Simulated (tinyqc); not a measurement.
Changing the distance d to the collector: Haynes-Shockley experiment: drift, diffusion and decay of a minority-carrier pulse. Computed by tinyqc, a small Python program. Command: `OMP_NUM_THREADS=1 python tinyqc.py 3111778 3111779 out.jsonl haynes sweep`. One thread of a shared host (Intel(R) Xeon(R) Processor @ 2.30GHz), about 0.01 s of CPU time with the checks.

A thin sheet of excess carriers is made at x = 0, t = 0 in a long uniform bar; injection is low, so the pulse moves with the minority mobility.

Inputs (values chosen for the exercise, modelled on holes in n-type germanium in a lightly doped bar):
```
quantity                     value         unit
minority mobility mu          2040   cm^2/(V s)
lifetime tau                    56  microsecond
temperature T                  330            K
field F                        3.7         V/cm
injected sheet density N0  2.7e+09       1/cm^2
```

Constants: k_B = 8.617333262e-05 eV/K.

Method:
- D = mu k_B T/e, v = mu F.
- Transit time d/v, diffusion length sqrt(D tau), drift length v tau, Peclet number v d/D = e F d/(k_B T).
- dn(x, t) = N0/sqrt(4 pi D t) exp(-(x - v t)^2/(4 D t) - t/tau).
- At fixed x the signal peaks where d ln(dn)/dt = 0: a t^2 + t/2 - x^2/(4 D) = 0 with a = v^2/(4 D) + 1/tau.
- The full width at half maximum is found by solving dn(x, t) = peak/2 on both sides of the peak.
- With w the full width at half maximum: mu = d/(F t_p); D = (w d)^2/(16 ln2 t_p^3); Einstein ratio D/mu against k_B T/e.

One run for each value; columns: (1) distance d to the collector (cm); (2) width at half maximum (microsecond); (3) peak density (1/cm^3); (4) error of mu (%); (5) Peclet number:
```
(1)      (2)        (3)    (4)    (5)
0.069   8.99  2.945e+10  15.31    9.0
0.100  11.06  2.258e+10  11.54   13.0
0.150  13.76  1.631e+10   8.82   19.5
0.220  16.84  1.140e+10   7.13   28.6
0.330  20.77  7.188e+09   5.93   42.9
0.710  30.71  2.020e+09   4.66   92.4
1.000  36.52  8.668e+08   4.34  130.1
```

Give the missing row, distance d to the collector (cm) = 0.480.

Computed row; columns: (1) distance d to the collector (cm); (2) width at half maximum (microsecond); (3) peak density (1/cm^3); (4) error of mu (%); (5) Peclet number:
```
(1)      (2)        (3)   (4)   (5)
0.480  25.17  4.198e+09  5.19  62.5
```

Interpolating between the two neighbouring rows (the first column on a logarithmic scale, the others too where they are positive) misses most in peak density (1/cm^3), by 8.0 %. Over the rows, width at half maximum (microsecond) rises from 8.99 to 36.5 (exponent d ln y / d ln x 0.56 between the first rows and 0.51 between the last); peak density (1/cm^3) falls from 2.95e10 to 8.67e8 (exponent d ln y / d ln x -0.72 between the first rows and -2.5 between the last); error of mu (%) falls from 15.3 to 4.34 (exponent d ln y / d ln x -0.76 between the first rows and -0.21 between the last). At the high end the exponent of width at half maximum is 0.51, close to 0.50: the spread grows as sqrt(t).

Extremes, crossings and ranges named in words are read from the listed rows.
